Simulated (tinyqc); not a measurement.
# Metal-interlayer-semiconductor contact, depinning against tunnelling resistance, step by step

Program tinyqc, `OMP_NUM_THREADS=1 python tinyqc.py 2270145 2270146 out.jsonl`; Intel Xeon 2.30GHz, shared host, one thread, about 0.04 s. Printed values are rounded.

Zero bias, n-type semiconductor. Gap states at the semiconductor surface thin out as exp(-be ti), which unpins the barrier; electrons must then cross the interlayer (a rectangular barrier, no voltage drop across it) and the parabolic depleted layer, both by WKB. Energies E are counted from the Fermi level; no image force, parabolic bands.

Values chosen for this exercise; semiconductor values close to those of germanium; interlayer mass of the order of that in strontium titanate, offset chosen freely:
- T = 300 K (temperature)
- Eg = 0.663 eV (band gap)
- eps_r = 15.9 (relative permittivity)
- chi = 4.11 eV (electron affinity)
- Nc = 1.04e19 cm^-3 (conduction-band density of states at T)
- mt = 0.118 m0 (tunnelling mass in the semiconductor)
- mA = 1.12 m0 (Richardson mass)
- Nd = 4.5e19 cm^-3 (donor density)
- E0 = 0.091 eV (charge-neutrality level above the valence band)
- S0 = 0.05 (pinning factor without interlayer)
- phiM = 3.91 eV (metal work function)
- ti = 0.6 nm (interlayer thickness)
- dE = 0.18 eV (conduction-band offset of the interlayer above the semiconductor)
- mi = 0.61 m0 (tunnelling mass in the interlayer)
- be = 4.1 1/nm (decay constant of gap states through the interlayer)

Constants: q = 1.602176634e-19 C, kB = 1.380649e-23 J/K, eps0 = 8.8541878128e-12 F/m, hbar = 1.054571817e-34 J s, h = 6.62607015e-34 J s, m0 = 9.1093837015e-31 kg, Vt = kB T/q, hbar^2/(2 m0) = 0.0380998212 eV nm^2. Results are converted to the units shown.

## Pinning, barrier and scales

S = 1/(1 + (1/S0 - 1) exp(-be ti)); phiB = S (phiM - chi) + (1 - S)(Eg - E0); xi = Ec - EF deep inside, from Nd = Nc F(-xi/Vt), F(x) = (2/sqrt(pi)) int_0^infinity sqrt(u) du/(1 + exp(u - x)); band bending U = phiB - xi; E00 = (hbar/2) sqrt(Nd/(eps0 eps_r mt m0)) in volts; A = 4 pi q mA m0 kB^2/h^3.

S = 0.381204
phiB = 0.277710 eV
xi = -0.0752964 eV
U = 0.353007 eV
E00 = 0.0909272 eV
A = 134.594 A/(cm^2 K^2)

The interlayer moves the barrier from 0.533 eV to 0.278 eV; the unpinned limit is phiM - chi = -0.200 eV. E00/Vt = 3.52: by the usual rule of thumb (0.5 to 5) thermionic-field emission.

## Exponents and integrand on an energy grid

E, point 0 to 12 (eV): -0.07  -0.04167  -0.01333  0.015  0.04333  0.07167  0.1  0.12833  0.15667  0.185  0.21333  0.24167  0.27

With U = phiB - xi: for xi < E < phiB, y = (E - xi)/U and G1 = (U/E00) [sqrt(1 - y) - y ln((1 + sqrt(1 - y))/sqrt(y))], G1 = 0 above phiB; G2 = 2 ti sqrt(mi max(phiB + dE - E, 0)/C), C = hbar^2/(2 m0); f = 1/(1 + exp(E/Vt)); integrand exp(-G1 - G2) f.

```
point       G1       G2           f  integrand (1e-3)
0      3.69060  3.48805    0.937481           0.71501
1      3.01081  3.39313    0.833671           1.37974
2      2.49197  3.29544    0.626125           1.91963
3      2.05450  3.19481    0.358881           1.88455
4      1.67452  3.09089    0.157615           1.34278
5      1.34047  2.98333   0.0588384           0.77958
6      1.04605  2.87177   0.0204688           0.40701
7      0.78726  2.75571  0.00693630           0.20065
8      0.56182  2.63449  0.00232835           0.09526
9      0.36907  2.50747  7.79468e-4           0.04391
10     0.20958  2.37366  2.60676e-4           0.01969
11     0.08624  2.23178  8.71134e-5           0.00858
12     0.00839  2.08031  2.91197e-5           0.00361
```

## Contact resistivity

1/rho_c = (A T^2/Vt^2) I, with I the trapezoid sum of the integrand over the grid.

I = 2.39153e-4 eV
rho_c = 2.3070e-7 ohm cm^2

A fine grid from xi upwards gives rho_c = 2.259e-7 ohm cm^2; the coarse value is 2.1 % above it. The integrand peaks at E = -6.9e-4 eV, and 0.036 % of the current flows above phiB. Tunnelling through the interlayer costs a factor of 24.8 at this barrier height; the bare contact (ti = 0) has rho_c = 1.16e-7 ohm cm^2, so with the interlayer rho_c is 95 % above that.
